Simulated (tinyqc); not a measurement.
Vacuum evaporation: vapour pressure, source flux, thickness distribution, purity and step coverage. Changing the source temperature T. Computed by tinyqc, a small Python program. Command: `OMP_NUM_THREADS=1 python tinyqc.py 3113202 3113203 out.jsonl evap sweep`. One thread of a shared host (Intel(R) Xeon(R) Processor @ 2.30GHz), about 0.01 s of CPU time with the checks.

Molecular flow, unit sticking of the metal, no re-evaporation. The background gas is taken as water vapour (18.015 g/mol, collision diameter 0.37 nm) at 300 K.

Inputs (values chosen for the exercise, modelled on indium, with constants for the liquid): molar mass M = 114.8 g/mol; film density rho = 7.31 g/cm^3; vapour-pressure constant A = 10.37; vapour-pressure constant B = 12300 K; source area = 3.9 cm^2; directionality n = 3; source-to-wafer distance h = 18 cm; wafer radius R = 10 cm; background pressure p = 7e-07 Pa; sticking of background gas = 0.8.

Constants: u = 1.6605390666e-27 kg; k_B = 1.380649e-23 J/K; R = 8.314462618 J/(mol K).

Method:
- log10(p_v/Pa) = A - B/T; flux from the surface Phi = p_v/sqrt(2 pi m k_B T), m = M u.
- Mass loss = Phi x area x m; heat of evaporation = ln(10) R B; d ln Phi/dT = ln(10) B/T^2 - 1/(2 T).
- A small source emits (n + 1) Phi area cos^n(phi)/(2 pi) per solid angle; on a parallel plane at height h and lateral distance l the arrival rate is (n + 1) Phi area/(2 pi h^2) x (1 + (l/h)^2)^(-(n + 3)/2). Growth rate = arrival rate x m/rho, m = M u. The wafer is fixed and centred above the source.
- Mean free path lambda = k_B T_g/(sqrt2 pi d^2 p); unscattered share exp(-h/lambda); gas arrival p/sqrt(2 pi m_g k_B T_g); impurity ratio = sticking x gas arrival/metal arrival; monolayer time = 1e15 cm^-2/(sticking x gas arrival).

One run for each value; columns: (1) source temperature T (K); (2) growth rate at the centre (nm/s); (3) vapour pressure p_v (Pa); (4) impurity ratio; (5) change of flux per kelvin (%/K):
```
(1)          (2)         (3)         (4)     (5)
952   4.4870e-03  2.8173e-03  1.1665e-01  3.0725
995   1.5875e-02  1.0190e-02  3.2969e-02  2.8105
1040  5.3212e-02  3.4920e-02  9.8361e-03  2.5704
1080  1.4317e-01  9.5744e-02  3.6558e-03  2.3818
1120  3.5867e-01  2.4426e-01  1.4593e-03  2.2132
1170  1.0340e+00  7.1975e-01  5.0617e-04  2.0262
1210  2.2634e+00  1.6022e+00  2.3124e-04  1.8931
1250  4.7097e+00  3.3884e+00  1.1113e-04  1.7726
```

Describe the trends.

Over the rows, growth rate at the centre (nm/s) rises from 0.00449 to 4.71 (exponent d ln y / d ln x 29 between the first rows and 23 between the last); vapour pressure p_v (Pa) rises from 0.00282 to 3.39 (exponent d ln y / d ln x 29 between the first rows and 23 between the last); impurity ratio falls from 0.117 to 1.11e-4 (exponent d ln y / d ln x -29 between the first rows and -23 between the last).
